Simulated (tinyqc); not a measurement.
## Coupling ratio and rate constant from the late transient

Problem. Long after the knee a floating-gate cell follows U = Vg - (tox/ag) B/ln(K t). Find K and ag.

Values chosen for this exercise:

| symbol | value | unit | meaning |
|---|---|---|---|
| tox | 6.9 | nm | tunnel oxide thickness |
| Vg | 9.9 | V | control-gate voltage |

U at t = 0.001 and 0.1 s (V): [0.95367253, 2.2894724]
B = 24.153112 V/nm

Solution. 1/(Vg - U) is linear in ln t; the ratio of the two values gives ln(K t_a), and either value gives ag.

K = 2.48e14 1/s
ag = 0.710

tinyqc, about 0.01 s, one thread, Intel Xeon 2.30GHz (shared host): `OMP_NUM_THREADS=1 python tinyqc.py 2130032 2130033 out.jsonl`
